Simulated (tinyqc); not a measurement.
MOS inversion layer, Poisson-Schroedinger loop: two steps of the calculation.

Electrons confined at an insulator interface at z = 0, treated as a hard wall; parabolic valleys, Hartree approximation, no image or exchange terms. The depletion charge lies far deeper than the electrons and gives a uniform field q Nd/(eps0 eps_r); the gate balances all charge. Energies are counted from the band edge at the interface.

Parameters, values chosen for the exercise; masses and permittivity close to those of germanium (100): temperature T = 200 K; mass along z of valley set A (4 valley(s)) mz1 = 0.119 m0; in-plane density-of-states mass of set A md1 = 0.292 m0; sheet density of electrons Ns = 1.7e12 cm^-2; mesh step hz = 0.77 nm.

Constants: q = 1.602176634e-19 C, kB = 1.380649e-23 J/K, hbar = 1.054571817e-34 J s, m0 = 9.1093837015e-31 kg, Vt = kB T/q, hbar^2/(2 m0) = 0.0380998212 eV nm^2. Results are converted to the units shown.

Question 1. Fermi level and occupations. Level k holds N_k = D_k Vt ln(1 + exp((EF - E_k)/Vt)) with D = 4 md1 m0 q/(pi hbar^2) per eV (spin included); EF is fixed by sum N_k = Ns.

levels (eV): A1 0.18548038, A2 0.32282631

Wanted: EF; N_k.

Answer 1.

EF = 0.1597 eV
N_k (cm^-2): A1 1.699e12, A2 6.515e8

Question 2. Converged levels, occupations and centroid. Tridiagonal Hamiltonian with psi = 0 one step beyond both ends: H_ii = C (1/m_(i-1/2) + 1/m_(i+1/2))/hz^2 + V0_i + U_i, H_(i,i+1) = -C/(m_(i+1/2) hz^2), C = hbar^2/(2 m0). The lowest 2 level(s) are kept, normalised to hz sum |psi|^2 = 1. The mass is the same on all intervals.

Solve for the levels with V0 + U, find EF, n_i = sum_k N_k |psi_k|^2 (in cm^-3); share of each level N_k/Ns; centroid sum n z/sum n.

```
node,z (nm),fixed potential V0 (eV),converged U (eV)
1,0.77,0.03067067,0.014897181
2,1.54,0.06134135,0.028817950
3,2.31,0.09201202,0.040043323
4,3.08,0.12268269,0.047752230
5,3.85,0.15335337,0.052312938
6,4.62,0.18402404,0.054673712
7,5.39,0.21469471,0.055757706
8,6.16,0.24536539,0.056204228
9,6.93,0.27603606,0.056370774
10,7.7,0.30670673,0.056427465
11,8.47,0.33737741,0.056445197
12,9.24,0.36804808,0.056450324
13,10.01,0.39871875,0.056451701
14,10.78,0.42938943,0.056452046
15,11.55,0.46006010,0.056452127
16,12.32,0.49073077,0.056452144
17,13.09,0.52140145,0.056452148
18,13.86,0.55207212,0.056452148
```

Wanted: levels; EF; shares; n; centroid.

Answer 2.

levels (eV): A1 0.22834, A2 0.37249
EF = 0.20256 eV
shares (%): A1 99.974, A2 0.026

```
node,n (1e18 cm^-3)
1,1.4471
2,3.9946
3,5.2115
4,4.6657
5,3.2603
6,1.8922
7,0.9447
8,0.4149
9,0.1628
10,0.0577
11,0.0187
12,0.0056
13,0.0015
14,0.0004
15,0.0001
16,0.0000
17,0.0000
18,0.0000
```

centroid = 2.9179 nm

Program tinyqc, `OMP_NUM_THREADS=1 python tinyqc.py 2160165 2160166 out.jsonl`; Intel Xeon 2.30GHz, shared host, one thread, about 0.4 s.
